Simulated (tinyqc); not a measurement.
# Changing the gate overdrive V_G - V_T

Model: inversion-layer mobility, back-scattering and ballistic limit of a field-effect transistor. Computed by tinyqc, a small Python program. Command: `OMP_NUM_THREADS=1 python tinyqc.py 3022297 3022298 out.jsonl mos sweep`. One thread of a shared host (Intel(R) Xeon(R) Processor @ 2.30GHz), about 0.02 s of CPU time with the checks.

The charge at the top of the source barrier is fixed by the gate; series resistance and short-channel effects are left out. F_j are Fermi integrals normalised to exp(eta) in the classical limit.

Inputs (values chosen for the exercise, modelled on a 4H-SiC n-channel):
```
quantity                                       value        unit
transport mass m                                0.31         m_0
valley degeneracy g_v                              3           -
weight w of the inversion charge                 0.5           -
permittivity eps                                 9.7           -
phonon mobility at 1 MV/cm and 300 K, mu_ph       84  cm^2/(V s)
roughness mobility at 1 MV/cm, mu_sr              71  cm^2/(V s)
Coulomb mobility at N_inv = 1e12/cm^2, mu_C       32  cm^2/(V s)
electrical oxide thickness t_inv                 3.9          nm
depletion charge N_dep                       1.9e+11      1/cm^2
drain voltage V_D                               0.05           V
channel length L                                  57          nm
exponent a of the critical length               0.67           -
temperature T                                    300           K
```

Statistics at the top of the barrier: Fermi-Dirac.

Constants: eps_0 = 8.8541878128e-12 F/m; e = 1.602176634e-19 C; m_0 = 9.1093837015e-31 kg; k_B = 1.380649e-23 J/K; hbar = 1.054571817e-34 J s; k_B = 8.617333262e-05 eV/K.

Method:
- N_inv = 3.9 eps_0 (V_G - V_T)/(e t_inv); effective field E_eff = e (N_dep + w N_inv)/(eps eps_0).
- mu_phonon = mu_ph (E_eff/1 MV/cm)^(-0.3) (T/300 K)^(-1.75); mu_rough = mu_sr (E_eff/1 MV/cm)^(-2); mu_Coulomb = mu_C (N_inv/1e12 cm^-2) (T/300 K); Matthiessen's rule adds 1/mu.
- F_j(eta) = (1/Gamma(j + 1)) int_0^infinity x^j/(1 + exp(x - eta)) dx, F_0 = ln(1 + exp(eta)). Integrals over x = E/(k_B T) use 160 Gauss-Legendre points in u = sqrt(x) from 0 to sqrt(max(eta, 0) + 32).
- Ballistic channel: N_2D = g_v m k_B T/(pi hbar^2), U = e V_D/(k_B T); eta_F solves N_inv = (N_2D/2)[F_0(eta_F) + F_0(eta_F - U)]; v_T = sqrt(2 k_B T/(pi m)); I/W = e (N_2D/2) v_T [F_1/2(eta_F) - F_1/2(eta_F - U)]; injection velocity v_T F_1/2(eta_F)/F_0(eta_F).
- Mean free path lambda = (2 k_B T/e)(mu/v_T) F_0(eta_0)/F_-1/2(eta_0), with eta_0 from N_inv = N_2D F_0(eta_0); critical length l = L (1 + U)^(-a), an empirical rule; back-scattering r = l/(l + lambda). Then eta solves N_inv = (N_2D/2)[(1 + r) F_0(eta) + (1 - r) F_0(eta - U)] and I/W = e (N_2D/2) v_T (1 - r)[F_1/2(eta) - F_1/2(eta - U)].
- Ballistic ratio: I over the ballistic current. Apparent mobility 1/(1/mu + 1/mu_B), mu_B = mu L/lambda.

One run for each value; columns: (1) gate overdrive V_G - V_T (V); (2) current I/W (microampere/micrometre); (3) ballistic current I/W (microampere/micrometre); (4) effective mobility mu (cm^2/(V s)); (5) injection velocity (1e7 cm/s); (6) ballistic ratio:
```
(1)     (2)    (3)    (4)    (5)      (6)
0.10   1.13   64.2  16.03  0.980  0.01763
0.24   5.53  154.7  32.49  0.999  0.03573
0.38  11.68  245.7  42.90  1.018  0.04753
0.51  17.95  330.3  48.49  1.035  0.05435
0.65  24.66  421.3  51.36  1.053  0.05853
0.79  30.93  512.0  51.97  1.072  0.06040
0.92  36.17  595.7  51.20  1.088  0.06072
1.10  42.40  710.3  48.83  1.111  0.05969
1.20  45.33  773.2  47.13  1.123  0.05863
```

Describe the trends.

Over the rows, current I/W (microampere/micrometre) rises from 1.13 to 45.3 (exponent d ln y / d ln x 1.8 between the first rows and 0.77 between the last); ballistic current I/W (microampere/micrometre) rises from 64.2 to 773 (exponent d ln y / d ln x about 1.00 throughout); effective mobility mu (cm^2/(V s)) goes from 16.0 through a maximum among these rows, 52.0 at 0.790, to 47.1.

Extremes, crossings and ranges named in words are read from the listed rows.
